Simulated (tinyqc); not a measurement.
Polytypes and stacking faults of a tetrahedral semiconductor in an axial Ising model with couplings up to third neighbours: one step, computed by the program tinyqc. Command: `OMP_NUM_THREADS=1 python tinyqc.py 3017027 3017028 out.jsonl polytype walk`. One thread of a shared host (Intel(R) Xeon(R) Processor @ 2.30GHz), about 0.01 s of CPU time with the checks.

Each double layer has s = +1 or -1 for the sense of its stacking step; E per pair of atoms = E0 - sum_n J_n <s_i s_(i+n)>, n = 1, 2, 3. Hexagonality h = (1 - <s_i s_(i+1)>)/2.

Task: Back from three energies to J1, J2, J3. With d2, d4, d6 the energies of 2H, 4H, 6H over 3C: d2 = 2 J1 + 2 J3, d4 = J1 + 2 J2 + J3, d6 = (2/3) J1 + (4/3) J2 + 2 J3, so J2 = (d4 - d2/2)/2, J3 = (3/4)(d6 - (2/3) d4), J1 = d2/2 - J3.

E(2H) - E(3C) = 1.5 meV/pair

E(6H) - E(3C) = -3.273333 meV/pair

E(4H) - E(3C) = -4.21 meV/pair

Give: J1 recovered; J2 recovered; J3 recovered.

Result:

J1 recovered = 1.1 meV/pair

J2 recovered = -2.48 meV/pair

J3 recovered = -0.35000 meV/pair
